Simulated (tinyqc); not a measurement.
# Ballistic Schottky-barrier transistor with a two-dimensional channel, WKB contacts: what changes with what

Source Fermi level 0, drain Fermi level -Vd. Far from the contacts Ec = pn - psi, and the gate moves psi one to one; the band edges relax as exp(-x/lam) from pn at the source and pn - Vd at the drain; Ev = Ec - Eg. A carrier of energy w inside the channel band meets at a contact a barrier of height D (the contact edge beyond the channel edge): T = 1 for w >= D, else exp(-S), S = 4 lam sqrt(m/C) [sqrt(D - w) - sqrt(w) arctan sqrt((D - w)/w)], C = hbar^2/(2 m0). The two contacts combine as Ts Td/(Ts + Td - Ts Td).

Values chosen for this exercise; channel values close to those of a molybdenum disulphide layer: temperature T = 300 K; band gap Eg = 1.7 eV; barrier for electrons at both contacts pn = 0.38 eV; electron mass mn = 0.46 m0; hole mass mp = 0.59 m0; valleys or subbands g = 2; screening length at the contacts lam = 3.2 nm; drain bias Vd = 0.05 V.

Constants: q = 1.602176634e-19 C, kB = 1.380649e-23 J/K, hbar = 1.054571817e-34 J s, h = 6.62607015e-34 J s, m0 = 9.1093837015e-31 kg, Vt = kB T/q, hbar^2/(2 m0) = 0.0380998212 eV nm^2. Results are converted to the units shown.

Each table varies one quantity; the others keep the values above.

## Barrier height from the temperature dependence

I/W = g (2 q^2/h) int T(w) [N(Es + w) - N(Ed + w)] dw with w the energy of motion along the channel, N(y) = (1/2 pi) sqrt(pi m kB T/C) Fm(-y/kB T), Fm(x) = (1/sqrt(pi)) int_0^infinity u^(-1/2)/(1 + exp(u - x)) du. Electrons: Ds = psi, Dd = psi - Vd, Es = Ec, Ed = Ec + Vd. Holes: Ds = -psi, Dd = Vd - psi, Es = -Ev, Ed = -Ev - Vd. The size of each current is taken; both flow from drain to source and add. The integrals are converged. The apparent barrier is -d ln(I_e/T^1.5)/d(q/kB T), taken between T - 10 K and T + 10 K for the electron current.

Barrier height from the temperature dependence:

| ps (V) | electrons (uA/um) | Ec (eV) | apparent barrier (eV) |
|---|---|---|---|
| -0.25 | 1.41e-8 | 0.630 | 0.622 |
| -0.18 | 2.11e-7 | 0.560 | 0.552 |
| -0.11 | 3.17e-6 | 0.490 | 0.482 |
| -0.04 | 4.75e-5 | 0.420 | 0.412 |
| 0 | 2.23e-4 | 0.380 | 0.372 |
| 0.1 | 8.48e-4 | 0.280 | 0.330 |
| 0.17 | 0.00190 | 0.210 | 0.299 |
| 0.24 | 0.00437 | 0.140 | 0.264 |
| 0.31 | 0.0107 | 0.070 | 0.222 |
| 0.38 | 0.0279 | 0.000 | 0.176 |
| 0.45 | 0.0775 | -0.070 | 0.127 |

What does the comparison show?

For psi < 0 the channel edge is the highest point, and the apparent barrier follows Ec one to one (0.622 eV against 0.630). At flat band it is 0.372 eV (psi = 0 V), near pn = 0.38 eV. Beyond, the top stays at pn but tunnelling lowers the apparent value to 0.127 eV in the last row, so only the point where the line bends gives the true barrier.

## Ambipolar transfer curve

Same model as above.

Swing = d(psi)/d(log10 I).

Ambipolar transfer curve:

| ps (V) | electrons (uA/um) | holes (uA/um) | I (uA/um) | swing (mV/decade) |
|---|---|---|---|---|
| -1.06 | 3.480e-22 | 6.395e-13 | 6.395e-13 | -117.9 |
| -0.91 | 1.152e-19 | 3.656e-14 | 3.656e-14 | -123.8 |
| -0.77 | 2.590e-17 | 2.899e-15 | 2.925e-15 | -134.8 |
| -0.62 | 8.575e-15 | 2.282e-16 | 8.803e-15 | 61.80 |
| -0.48 | 1.928e-12 | 2.590e-17 | 1.928e-12 | 59.53 |
| -0.34 | 4.335e-10 | 3.719e-18 | 4.335e-10 | 59.53 |
| -0.19 | 1.435e-7 | 6.225e-19 | 1.435e-7 | 59.53 |
| -0.05 | 3.227e-5 | 1.402e-19 | 3.227e-5 | 59.53 |
| 0.1 | 8.480e-4 | 5.909e-21 | 8.480e-4 | 197.9 |
| 0.24 | 0.004375 | 2.628e-23 | 0.004375 | 188.1 |
| 0.39 | 0.03217 | 7.939e-26 | 0.03217 | 160.3 |
| 0.53 | 0.2495 | 3.531e-28 | 0.2495 | 162.8 |

I goes from 6.40e-13 through a minimum of 2.93e-15 (at ps = -0.77 V among the rows listed) to 0.249 uA/um; the exact minimum lies at psi = -0.700 V. Holes carry the left branch and electrons the right. The ratio of the last row to the smallest is 8.53e13 and of the first row 219, with barriers of 0.38 eV for electrons and 1.32 eV for holes. The steepest swing among the rows is 59.5 mV/decade, against the thermionic limit 59.5.

Range of the model: No scattering, image-force lowering, channel charge or band-to-band tunnelling; parabolic kappa overstates S deep in the gap.

tinyqc, about 0.2 s, one thread, Intel Xeon 2.30GHz (shared host): `OMP_NUM_THREADS=1 python tinyqc.py 2390140 2390141 out.jsonl`
